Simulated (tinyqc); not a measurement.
# Inputs raised by 2 %, one at a time

Model: classical Heisenberg spin chain: exact results, Metropolis, heat-bath and over-relaxation steps, and a Monte Carlo run. Computed by tinyqc, a small Python program. Command: `OMP_NUM_THREADS=1 python tinyqc.py 3130022 3130023 out.jsonl heismc sens`. One thread of a shared host (Intel(R) Xeon(R) Processor @ 2.30GHz), about 0.01 s of CPU time with the checks.

E = -J sum_i s_i . s_(i+1) for unit vectors s_i on an open chain; K = J/(k_B T).

Inputs (values chosen for the exercise, for a model chain of large moments): coupling J = -16 meV; temperature T = 440 K; moment mu = 5.6 mu_B.

Constants: k_B = 8.617333262e-05 eV/K; mu_B = 5.7883818060e-05 eV/T.

Method. Each bond angle is independent, so u = <s_i . s_(i+1)> = coth K - 1/K, <s_i . s_(i+n)> = u^n, correlation length xi = -1/ln|u|, energy per bond -J u, heat capacity per bond c/k_B = 1 - K^2/sinh^2 K, and for the long chain chi = mu^2 (1 + u)/(3 k_B T (1 - u)) per spin.

Runs:
```
input moved        from      to         u  heat capacity (k_B/bond)  chi (mu_B/T per spin)  xi (sites)
base run              -       -  -0.13902                  0.057301               0.012063     0.50680
coupling J (meV)    -16  -16.32  -0.14173                  0.059532               0.011996     0.51182
temperature T (K)   440   448.8  -0.13635                  0.055150               0.011891     0.50188
moment mu (mu_B)    5.6   5.712  -0.13902                  0.057301               0.012550     0.50680
```

Exponents ln(y'/y) / ln(x'/x):
```
input               u  heat capacity     chi      xi
coupling J      0.976          1.929  -0.280   0.497
temperature T  -0.977         -1.932  -0.726  -0.493
moment mu       0.000          0.000   2.000   0.000
```

Among the inputs moved here: u answers most in size to temperature T (exponent -0.977), and about equally to coupling J (+0.976); its exponent is below 0.0005 for moment mu. Heat capacity answers most in size to temperature T (exponent -1.932), and about equally to coupling J (+1.929); its exponent is below 0.0005 for moment mu. chi answers most in size to moment mu (exponent +2.000), next to temperature T (-0.726). xi answers most in size to coupling J (exponent +0.497), and about equally to temperature T (-0.493); its exponent is below 0.0005 for moment mu.
